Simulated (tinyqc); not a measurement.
Changing the film density rho: X-ray reflectivity of a thin film on silicon: critical angles, Parratt recursion, fringes and roughness. Computed by tinyqc, a small Python program. Command: `OMP_NUM_THREADS=1 python tinyqc.py 3121073 3121074 out.jsonl xrr sweep`. One thread of a shared host (Intel(R) Xeon(R) Processor @ 2.30GHz), about 0.01 s of CPU time with the checks.

n = 1 - delta + i beta; the classical electron radius is r_e = 2.8179403e-6 nm. Layer 0 is vacuum, 1 the film, 2 the substrate.

Inputs (values chosen for the exercise, modelled on TiN on silicon, copper K-alpha radiation):

| quantity | value | unit |
|---|---|---|
| wavelength lambda | 0.15406 | nm |
| effective electrons per unit mass, film | 0.465 | mol/g |
| beta/delta, film | 0.074 | - |
| film thickness d | 9.18 | nm |
| roughness of the surface sigma_1 | 1.2 | nm |
| roughness of the interface sigma_2 | 0.19 | nm |
| substrate density | 2.33 | g/cm^3 |
| effective electrons per unit mass, substrate | 0.507 | mol/g |
| beta/delta, substrate | 0.023 | - |
| grazing angle theta | 1.86 | degrees |

Constants: N_A = 6.02214076e+23 1/mol.

Method:
- delta = r_e lambda^2 rho_e/(2 pi), rho_e = density x electrons per mass x N_A; critical angle sqrt(2 delta), q_c = 4 sqrt(pi r_e rho_e).
- k_j = (2 pi/lambda) sqrt(sin^2 theta - 2 delta_j + 2 i beta_j); r_ij = (k_i - k_j)/(k_i + k_j) x exp(-2 k_i k_j sigma^2) (Nevot-Croce); r = (r_01 + r_12 p)/(1 + r_01 r_12 p), p = exp(2 i k_1 d); R = |r|^2.
- Far above the critical angle the period is d theta = lambda/(2 d), or 2 pi/d in q; the envelope runs between (|r_01| - |r_12 p|)^2 and (|r_01| + |r_12 p|)^2; contrast = 2 a b/(a^2 + b^2) with a = |r_01|, b = |r_12 p|; roughness factors on the amplitudes are about exp(-q^2 sigma^2/2).

One run for each value:

| film density rho (g/cm^3) | critical angle of the film (degrees) | contrast | reflectivity R |
|---|---|---|---|
| 2.48 | 0.2203 | 0.2668 | 3.881e-08 |
| 2.93 | 0.2395 | 0.1067 | 2.702e-07 |
| 3.39 | 0.2576 | 0.0602 | 1.159e-06 |
| 3.85 | 0.2745 | 0.0453 | 2.704e-06 |
| 4.31 | 0.2904 | 0.0380 | 4.902e-06 |
| 4.77 | 0.3055 | 0.0337 | 7.752e-06 |
| 5.23 | 0.3199 | 0.0310 | 1.125e-05 |
| 5.69 | 0.3337 | 0.0291 | 1.539e-05 |

Over the rows, critical angle of the film (degrees) rises from 0.220 to 0.334 (exponent d ln y / d ln x about 0.50 throughout); contrast falls from 0.267 to 0.0291 (exponent d ln y / d ln x -5.5 between the first rows and -0.76 between the last); reflectivity R rises from 3.88e-8 to 1.54e-5 (exponent d ln y / d ln x 12 between the first rows and 3.7 between the last). The exponent of critical angle of the film stays at 0.50: delta is proportional to the density.
